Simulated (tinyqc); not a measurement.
Inside a calculation. Method: tight binding, honeycomb lattice. Computed by tinyqc, a small Python program that keeps every step. Settings: t1 = 1.64, t2 = 0.3, phi = 1.57, delta = 0, points = 6. Command: `OMP_NUM_THREADS=1 python tinyqc.py 22899 22900 out.jsonl` (the two numbers bound the seeds that draw the settings). One thread of a shared host (Intel(R) Xeon(R) Processor @ 2.60GHz), about 0.01 s of CPU time with the checks.

## Bloch Hamiltonian at k

Parameters chosen for this model:
```
parameter     value                        unit
t1         1.640000                 eV, nearest
t2         0.300000       eV, second neighbours
phi        1.570000  rad, phase of t2 (Haldane)
delta             0          eV, +/- on A and B
```

k point k (fractions of the reciprocal vectors): [-0.010000, 0.150000]

H_AB = -t1 (1 + exp(-i k.a1) + exp(-i k.a2)); H_AA = delta - 2 t2 sum cos(k.b + phi), H_BB = -delta - 2 t2 sum cos(k.b - phi), b = a1, a2 - a1, -a2.

H(k) at k (eV), order A, B:
$$\begin{pmatrix}
-0.017501 & -4.240732+1.223811i \\
-4.240732-1.223811i & 0.015474
\end{pmatrix}$$

## Levels at k

Diagonalise the Hermitian matrix.

eigenvalues (eV): [-4.414832, 4.412804]

weights |c|^2 of the basis functions, order A, B:
$$\begin{pmatrix}
0.501868 & 0.498132 \\
0.498132 & 0.501868
\end{pmatrix}$$

## Bloch Hamiltonian at K

k point K (fractions of the reciprocal vectors): [0.333333, 0.666667]

As before.

H(k) at K (eV), order A, B:
$$\begin{pmatrix}
1.559562 & 0.000000 \\
0.000000 & -1.558129
\end{pmatrix}$$

## Levels at K

As before.

eigenvalues (eV): [-1.558129, 1.559562]

weights |c|^2 of the basis functions, order A, B:
$$\begin{pmatrix}
0.000000 & 1.000000 \\
1.000000 & 0.000000
\end{pmatrix}$$

## Bands along a path

The same steps at evenly spaced points between the labelled ones.

Bands along the path (eV):
```
k             band 1    band 2
G          -4.921433  4.918567
G-K 0.20   -4.637814  4.635428
G-K 0.40   -3.846673  3.845494
G-K 0.60   -2.768184  2.768367
G-K 0.80   -1.848803  1.849937
K          -1.558129  1.559562
K-M 0.20   -1.587812  1.589191
K-M 0.40   -1.628930  1.630181
K-M 0.60   -1.646323  1.647429
K-M 0.80   -1.643648  1.644645
M          -1.639522  1.640478
M-K' 0.20  -1.643648  1.644645
M-K' 0.40  -1.646323  1.647429
M-K' 0.60  -1.628930  1.630181
M-K' 0.80  -1.587812  1.589191
K'         -1.558129  1.559562
```

With 1 band(s) filled, the highest filled level on these points lies at K' and the lowest empty one at K': a gap of 3.1177 eV, direct.

## Chern number of the lower band

On a 6 x 6 mesh, the phase of the product of overlaps around each plaquette (k1 then k2); the sum over 2 pi is an integer.

plaquette phases (rad):
$$\begin{pmatrix}
0.000000 & -0.007842 & -0.144895 & -0.211331 & 0.064345 & 0.026495 \\
-0.007842 & -0.068674 & -0.201040 & -0.447753 & 0.000000 & 0.064345 \\
-0.144895 & -0.201040 & -0.487154 & -0.715229 & -0.447753 & -0.211331 \\
-0.211331 & -0.447753 & -0.715229 & -0.487154 & -0.201040 & -0.144895 \\
0.064345 & 0.000000 & -0.447753 & -0.201040 & -0.068674 & -0.007842 \\
0.026495 & 0.064345 & -0.211331 & -0.144895 & -0.007842 & 0.000000
\end{pmatrix}$$

Chern number = -1.000000
